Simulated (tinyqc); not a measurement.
Inside a calculation. Model: lossy interposer transmission line with skin effect.

Numbers from tinyqc (`OMP_NUM_THREADS=1 python tinyqc.py 2810195 2810196 out.jsonl`; about 0.01 s on one thread of a shared Intel Xeon 2.30GHz). Printed values are rounded.

A uniform line in a homogeneous dielectric: c = sqrt(er)/(c0 Z0), l = Z0 sqrt(er)/c0 (c0 = 299792458 m/s), g = w c td, w = 2 pi f. The resistance joins its limits as r = sqrt(r_dc^2 + r_hf^2), with r_dc = rho/(wd th), r_hf = kr rho/(2 delta (wd + th)), delta = sqrt(rho/(pi f mu0)), mu0 = 4 pi 1e-7 H/m; this is an interpolation, and internal inductance, up to 0.05 nH/mm at low frequency, is neglected.

Inputs (values chosen for the exercise): width of the strip wd = 2.7 um; thickness of the strip th = 0.79 um; resistivity rho = 2.9 uohm cm; relative permittivity er = 3.5; loss tangent td = 0.002; lossless impedance sqrt(l/c) Z0 = 75 ohm; factor for crowding and the return path kr = 1.2; length len = 2.3 mm; source resistance Rg = 50 ohm; load resistance RL = 1000 ohm; load capacitance CL = 0 fF; frequency f = 0.77 GHz.

## Line constants

delta, r_dc, r_hf, r, l, c and g as defined.

delta = 3.088686 um
r_dc = 13.59587 ohm/mm
r_hf = 1.614173 ohm/mm
r = 13.69136 ohm/mm
l = 0.4680310 nH/mm
c = 83.20550 pF/m
g = 8.051052e-4 S/m

r is 1.01 times r_dc; the skin depth is 3.91 of the thickness.

## Propagation constant and impedance

gamma = sqrt((r + i w l)(g + i w c)) = alpha + i beta, Zc = sqrt((r + i w l)/(g + i w c)), roots with positive real part; loss 8.685889638 alpha in dB; phase velocity w/beta.

gamma len = 0.1113289+0.1309877i
Zc = 141.7150-119.9589i ohm
loss = 0.4204308 dB/mm
phase velocity over c0 = 0.2833657
r/(w l) = 6.046463

r exceeds w l, so the line behaves mainly as an RC line at this frequency.

## Reflection, input impedance and transfer

ZL = 1/(1/RL + i w CL); reflection (ZL - Zc)/(ZL + Zc); Zin = Zc (ZL + Zc tanh(gamma len))/(Zc + ZL tanh(gamma len)); H = V_load/V_source = [Zin/(Zin + Rg)]/[cosh(gamma len) + (Zc/ZL) sinh(gamma len)].

ZL = 1000.000+0.000i ohm
reflection at the load = 0.7326233+0.1820451i
Zin = 556.6288-505.7026i ohm
H = 0.9234288-0.0572780i
|H| = -0.6752549 dB
